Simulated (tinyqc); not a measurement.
Inside a calculation. Method: UHF in the sto-3g basis, for H4+, spin multiplicity 2. This run ends on a higher stationary point, not on the lowest solution. Computed by tinyqc, a small Python program that keeps every step (integrals from PySCF). Settings: charge = 1, multiplicity = 2, basis = sto-3g, energy threshold = 1e-10, iteration cap = 74, orthogonalisation = symmetric, start = random, DIIS depth = 6, DIIS from iteration = 3, method = UHF. Command: `OMP_NUM_THREADS=1 python tinyqc.py 22669 22670 out.jsonl` (the two numbers bound the seeds that draw the settings). One thread of a shared host (Intel(R) Xeon(R) Processor @ 2.60GHz), about 0.1 s of CPU time with the checks.

Geometry (angstrom):
```
atom       x       y       z
H     0.0000  0.0000  0.0000
H     0.0000  0.0000  1.4800
H     0.0000  2.1560  0.0000
H     0.0000  2.1560  1.4800
```

Stop when the energy changes by less than 1e-10 hartree and every element of the error matrix X^T (F D S - S D F) X (for each spin) is below 3e-06.

Course of the cycle:
```
iteration  E (hartree)     change  largest element of the error matrix
1            -1.175662          -                             1.78e-01
2            -1.419075  -2.43e-01                             5.02e-02
3            -1.452586  -3.35e-02                             3.22e-02
4            -1.476914  -2.43e-02                             2.61e-02
5            -1.501008  -2.41e-02                             1.76e-02
6            -1.511332  -1.03e-02                             1.13e-02
7            -1.514837  -3.51e-03                             6.29e-03
8            -1.515617  -7.80e-04                             1.22e-02
9            -1.514890   7.27e-04                             1.17e-02
10           -1.513065   1.82e-03                             2.40e-03
11           -1.513099  -3.39e-05                             1.73e-03
12           -1.513119  -2.03e-05                             2.35e-03
13           -1.513072   4.72e-05                             1.95e-03
14           -1.513014   5.75e-05                             1.41e-03
15           -1.512956   5.78e-05                             1.37e-03
16           -1.512868   8.85e-05                             6.63e-04
17           -1.512853   1.44e-05                             3.22e-04
18           -1.512851   2.74e-06                             6.46e-05
19           -1.512851   1.93e-07                             1.72e-05
20           -1.512851   3.11e-08                             5.57e-06
21           -1.512851   1.07e-09                             4.88e-07
22           -1.512851   1.68e-12                             2.49e-07
```

Can the last value be used, and what does the course show?

No, though the log alone does not show it. Converged in 22 iterations. But the solution lies 0.01418 hartree above the reference: it is another stationary point, not the lowest one. Reruns (cap 100 unless said): DIIS 8: converged in 19 to a higher stationary point; damping 0.5: not converged; level shift 0.5: not converged; atomic densities as start, DIIS 8: converged in 3 to a higher stationary point. PySCF UHF in the same basis, after a stability check = -1.527026 hartree.
